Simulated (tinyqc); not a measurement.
# Mobility and threshold from two currents

Inverse problem. In the linear region I = mu Cox (W/L) [(Vgs - VT) Vds - m Vds^2/2], Cox = eps0 eox/tox. Find mu and VT.

Parameters, values chosen for the exercise:
```
symbol,value,unit,meaning
eox,25.6,,relative permittivity of the gate insulator
tox,30,nm,insulator thickness
W,2,um,gate width
L,2,um,gate length
```

Constants: eps0 = 8.8541878128e-14 F/cm where lengths are in cm. Results are converted to the units shown.

I at Vgs = 0.83 and 1.33 V, Vds = 0.05 V (uA): 2.3834504  5.5945692
m = 1.2483370

Answer. The slope dI/dVgs is mu Cox (W/L) Vds; the line meets zero current at VT + m Vds/2.

mu = 170.0 cm^2/(V s)
VT = 0.4277 V

Numbers from tinyqc (`OMP_NUM_THREADS=1 python tinyqc.py 2360143 2360144 out.jsonl`; about 0.05 s on one thread of a shared Intel Xeon 2.30GHz).
